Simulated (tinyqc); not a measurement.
Polytypes and stacking faults of a tetrahedral semiconductor in an axial Ising model with couplings up to third neighbours: one step, computed by the program tinyqc.

Each double layer has s = +1 or -1 for the sense of its stacking step; E per pair of atoms = E0 - sum_n J_n <s_i s_(i+n)>, n = 1, 2, 3. Hexagonality h = (1 - <s_i s_(i+1)>)/2.

Question. Back from three energies to J1, J2, J3. With d2, d4, d6 the energies of 2H, 4H, 6H over 3C: d2 = 2 J1 + 2 J3, d4 = J1 + 2 J2 + J3, d6 = (2/3) J1 + (4/3) J2 + 2 J3, so J2 = (d4 - d2/2)/2, J3 = (3/4)(d6 - (2/3) d4), J1 = d2/2 - J3.

E(2H) - E(3C) = -4.18 meV/pair

E(6H) - E(3C) = -2.006667 meV/pair

E(4H) - E(3C) = -3.23 meV/pair

Give: J1 recovered; J2 recovered; J3 recovered.

Answer.

J1 recovered = -2.2 meV/pair

J2 recovered = -0.57 meV/pair

J3 recovered = 0.1100 meV/pair
